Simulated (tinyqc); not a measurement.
One-dimensional ballistic tunnel FET, two-band WKB: one step of the calculation.

A p-type source for x < 0 with its Fermi level at 0 and its valence edge at ds; in the channel the bands fall as D exp(-x/lam) towards their flat values, with the conduction edge at Ec = ds - dP and D = dP + Eg. The gate moves dP one to one. The drain Fermi level lies at -Vd and the drain side reflects nothing. For w = E - Ec between 0 and dP an electron crosses the gap. Two-band dispersion with equal masses m: inside the gap kappa = sqrt(m u (1 - u/Eg)/C), u the distance from a band edge, C = hbar^2/(2 m0).

Task. The exponent in closed form. S(w) = 2 lam int_0^Eg kappa(u) du/(w + Eg - u) = 2 pi lam sqrt(m/(C Eg)) [w + Eg/2 - sqrt(w (w + Eg))], T(w) = exp(-S). The common triangular estimate is S = (4/3) lam sqrt(m/C) Eg^1.5/(dP + Eg) for all w.

Parameters, values chosen for the exercise; band and dielectric values close to those of indium phosphide: band gap Eg = 1.35 eV; band-edge mass of the two-band model m = 0.086 m0; screening length of the source junction lam = 3.7 nm; tunnelling window Ev(source) - Ec(channel) dP = 0.36 eV; energy above the channel conduction edge w0 = 0.13 eV.

Constants: q = 1.602176634e-19 C, hbar = 1.054571817e-34 J s, m0 = 9.1093837015e-31 kg, hbar^2/(2 m0) = 0.0380998212 eV nm^2. Results are converted to the units shown.

Wanted: S(w0); T(w0); triangular S.

Result.

S(w0) = 11.013
T(w0) = 1.6481e-5
triangular S = 6.7988

Program tinyqc, `OMP_NUM_THREADS=1 python tinyqc.py 2620063 2620064 out.jsonl`; Intel Xeon 2.30GHz, shared host, one thread, about 0.01 s.
